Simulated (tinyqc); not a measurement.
Strained alloy layer of GaSb and GaAs on (001) InP, model-solid band line-up: gaps, strain and offsets against composition.

The layer is x parts of the first compound and 1 - x of the second, grown coherently on the third as substrate and barrier. Rows of the table: lattice constant a, average valence level Ea on an absolute scale, spin-orbit splitting so, gaps at Gamma, X and L, hydrostatic deformation potentials av and ac (Gamma), shear potential b, elastic constants, electron and heavy-hole (along z) masses. All are interpolated linearly in x; gaps get -C x (1 - x), taken wholly in the conduction band; real line-ups can differ from this model by 0.1 eV or more.

In-plane strain e = (a_substrate - a)/a, e_z = -2 (c12/c11) e, volume change 2 e + e_z. With v = 2 e + e_z and d = 2 b (e_z - e): Eav = Ea + av v; E_hh = Eav + so/3 - d/2; E_lh = Eav - so/6 + d/4 + sqrt(so^2 + so d + 9 d^2/4)/2; E_c = Ea + so/3 + EG + ac v (Gamma). Substrate: E_v = Ea + so/3, E_c = E_v + EG. Well depths: dEc = E_c(substrate) - E_c, dEhh = E_hh - E_v(substrate), dElh likewise; strained Gamma gap E_c - max(E_hh, E_lh); positive values confine carriers in the layer. Matthews-Blakeslee for 60-degree dislocations in a single layer: hc = k (ln(hc/bv) + 1), k = bv (1 - nu/4)/(4 pi |e| (1 + nu)), nu = c12/(c11 + c12), bv = a/sqrt(2); the larger root. The valence offset is the larger of dEhh and dElh; a dash marks |e| under 0.02 % or no root.

Values chosen for this exercise: bowing of the Gamma gap CG = 1.43 eV; bowing of the X gap CX = 1.2 eV; bowing of the L gap CL = 1.2 eV.

Binary compounds, values chosen for the exercise:

|  | close to GaSb | close to GaAs | close to InP |
|---|---|---|---|
| a (angstrom) | 6.096 | 5.653 | 5.869 |
| Ea (eV) | -6.25 | -6.92 | -7.04 |
| so (eV) | 0.755 | 0.337 | 0.11 |
| EG (eV) | 0.732 | 1.4 | 1.33 |
| EX (eV) | 1.02 | 1.87 | 2.22 |
| EL (eV) | 0.8 | 1.71 | 1.96 |
| av (eV) | 0.78 | 1.17 | 1.26 |
| ac (eV) | -6.89 | -7.13 | -5.05 |
| b (eV) | -1.99 | -1.71 | -1.7 |
| c11 (GPa) | 88.5 | 119 | 101 |
| c12 (GPa) | 39.9 | 54.5 | 56.1 |
| me (m0) | 0.0384 | 0.066 | 0.0801 |
| mh (m0) | 0.247 | 0.346 | 0.533 |

Gaps, strain and offsets against composition:

| x | e (%) | relaxed Gamma gap (eV) | lower of X and L gaps (eV) | strained Gamma gap (eV) | E_hh - E_lh (meV) | dEc (eV) | valence offset (eV) | hc (nm) |
|---|---|---|---|---|---|---|---|---|
| 0.25 | 1.826 | 0.9649 | 1.258 | 0.7262 | -139.3 | 0.1074 | 0.4964 | 4.13 |
| 0.31 | 1.359 | 0.8870 | 1.171 | 0.7122 | -101.7 | 0.1007 | 0.5171 | 6.28 |
| 0.38 | 0.8187 | 0.8093 | 1.081 | 0.7059 | -59.92 | 0.08026 | 0.5438 | 12.4 |
| 0.44 | 0.3605 | 0.7537 | 1.014 | 0.7090 | -25.85 | 0.05208 | 0.5689 | 34.8 |
| 0.5 | -0.09362 | 0.7085 | 0.9550 | 0.7133 | 6.576 | 0.01401 | 0.6026 | 175 |
| 0.56 | -0.5436 | 0.6736 | 0.9047 | 0.7013 | 37.39 | -0.03395 | 0.6626 | 21.1 |
| 0.62 | -0.9896 | 0.6489 | 0.8631 | 0.6988 | 66.66 | -0.09182 | 0.7230 | 9.84 |
| 0.69 | -1.505 | 0.6332 | 0.8254 | 0.7079 | 98.97 | -0.1719 | 0.7939 | 5.62 |
| 0.75 | -1.942 | 0.6309 | 0.8025 | 0.7261 | 125.2 | -0.2512 | 0.8551 | 3.94 |

The relaxed Gamma gap falls from 0.965 to 0.631 eV and the strained one moves up and down between 0.699 and 0.726 eV. The lattice matches the substrate at x = 0.488; the heavy hole is on top where the layer is compressed (e < 0) and the light hole where it is stretched. dEc falls from 0.107 to -0.251 eV and the valence offset rises from 0.496 to 0.855 eV. At the largest strain listed, -1.94 %, strain changes the gap by 95.2 meV.

Numbers from tinyqc (`OMP_NUM_THREADS=1 python tinyqc.py 2690005 2690006 out.jsonl`; about 0.01 s on one thread of a shared Intel Xeon 2.30GHz).
